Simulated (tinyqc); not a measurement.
# FinFET, parasitic resistance, capacitance and delay: several studies

Nf fins under one contact; each has gated perimeter p = 2 Hf + Wf and cross-section A = Hf Wf; contact width Wc = Nf pf, stack height Hs = Hf. Contact length Lc = CPP - Lg - 2 Lsp, shared by two neighbouring gates. Source and drain sides are equal. The formulas are first-order estimates, not field solutions.

Inputs (values chosen for the exercise); values close to those of silicon logic devices: temperature T = 300 K; number of fins Nf = 2; fin height Hf = 60 nm; fin width Wf = 7 nm; fin pitch pf = 27 nm; contacted gate pitch CPP = 42 nm; gate length Lg = 14 nm; spacer length Lsp = 7 nm; relative permittivity of the spacer ks = 3.3; gate height above the channel stack Hc = 15 nm; contact resistivity rc = 1.6e-9 ohm cm^2; resistivity of the source-drain epitaxy re = 0.00071 ohm cm; current-carrying depth of the epitaxy te = 30 nm; resistivity of the extension rx = 0.0016 ohm cm; gate overlap Lov = 0.5 nm; inversion capacitance Cinv = 2.3 uF/cm^2; injection velocity vx = 8.6e6 cm/s; apparent mobility mu = 200 cm^2/(V s); threshold at zero drain voltage VT = 0.23 V; barrier lowering dl = 0.066 V/V; subthreshold factor n = 1.27; wire load Cw = 0.4 fF; supply voltage Vdd = 0.65 V.

Constants: q = 1.602176634e-19 C, kB = 1.380649e-23 J/K, eps0 = 8.8541878128e-12 F/m, Vt = kB T/q. Results are converted to the units shown.

Each table varies one quantity; the others keep the values above.

## Effect of the fin pitch

Epitaxy sheet resistance Rsh = re/te, transfer length LT = sqrt(rc/Rsh), contact Rc = [sqrt(rc Rsh)/Wc] coth(Lc/(2 LT)); extension of one fin Rx = rx Lsp/A. With N fins: gate Cg = Cinv p N Lg; per side, plate Cp = ks eps0 [Wc (Hs + Hc) - N A]/Lsp, top fringe Cf = (2/pi) ks eps0 Wc ln(1 + Lg/(2 Lsp)), overlap Co = Cinv p N Lov. One fin: I = p Q vx u/(1 + |u|^1.8)^(1/1.8), Q = Cinv n Vt ln(1 + exp((Vg' - VT + dl Vd')/(n Vt))), u = Vd' mu/(vx Lg), Vg' = Vgs - v, Vd' = Vds - 2 v, with the drop on each side v = Rc (sum of I) + Rx I. Ieff = [I(Vgs = Vdd, Vds = Vdd/2) + I(Vdd/2, Vdd)]/2, total currents. With Cs = Cp + Cf + Co, the load of an inverter of two such devices driving an equal one is CL = 2 (Cg + 2 Cs) + 4 Cs + Cw (own drains counted twice for the Miller effect); delay CL Vdd/(2 Ieff).

The same in every row: Rx/N (ohm) = 133.3.

Result of one run:
```
pf (nm),Rc (ohm),Ieff (uA),CL (aF),delay (ps)
36,325.1,110.2,746.6,2.202
```

What becomes of these results when the fin pitch pf is changed from 36 to 22 nm, all else the same?

Result of the changed run:
```
pf (nm),Rc (ohm),Ieff (uA),CL (aF),delay (ps)
22,532.0,98.63,673.6,2.220
```

The whole series:
```
pf (nm),Rc (ohm),Ieff (uA),CL (aF),delay (ps)
18,650.2,92.57,652.8,2.292
22,532.0,98.63,673.6,2.220
26,450.1,103.1,694.5,2.190
30,390.1,106.4,715.4,2.184
36,325.1,110.2,746.6,2.202
44,266.0,113.8,788.4,2.252
```

As pf goes from 18 to 44 nm, Ieff rises from 92.6 to 114 uA, CL rises from 653 to 788 aF and the delay goes from 2.29 through a minimum of 2.18 (at pf = 30 nm among the rows listed) to 2.25 ps.

## Effect of the spacer length

Same model as above.

Effect of the spacer length:
```
Lsp (nm),Rc (ohm),Rx/N (ohm),Ieff (uA),CL (aF),delay (ps)
2,264.2,38.10,119.9,974.2,2.640
3,285.2,57.14,117.3,846.7,2.345
4,310.8,76.19,114.5,782.7,2.221
5,342.3,95.24,111.5,744.0,2.169
6,382.0,114.3,108.0,718.2,2.161
8,502.6,152.4,99.18,685.8,2.247
10,746.6,190.5,85.27,666.2,2.539
12,1484,228.6,58.83,653.2,3.608
```

What does the comparison show?

As Lsp goes from 2 to 12 nm, Ieff falls from 120 to 58.8 uA, CL falls from 974 to 653 aF and the delay goes from 2.64 through a minimum of 2.16 (at Lsp = 6 nm among the rows listed) to 3.61 ps. A thin spacer costs capacitance, a thick one resistance and contact length, hence the minimum. For Lsp = 2 to 3 nm the spacer is under 3.5 nm, where leakage and breakdown between gate and contact would forbid it. At Lsp = 12 nm the contact is under 8 nm long, below what liners and fill allow.

## Effect of the supply voltage

Same model as above.

The same in every row: Rc (ohm) = 433.5; Rx/N (ohm) = 133.3; CL (aF) = 699.7.

Effect of the supply voltage:
```
Vdd (V),Ieff (uA),delay (ps)
0.45,48.38,3.254
0.55,75.33,2.554
0.65,104.0,2.187
0.75,133.3,1.969
0.85,162.9,1.826
0.95,192.6,1.726
```

What does the comparison show?

As Vdd goes from 0.45 to 0.95 V, Ieff rises from 48.4 to 193 uA, CL stays at 700 aF and the delay falls from 3.25 to 1.73 ps.

Numbers from tinyqc (`OMP_NUM_THREADS=1 python tinyqc.py 2170140 2170141 out.jsonl`; about 0.04 s on one thread of a shared Intel Xeon 2.30GHz).
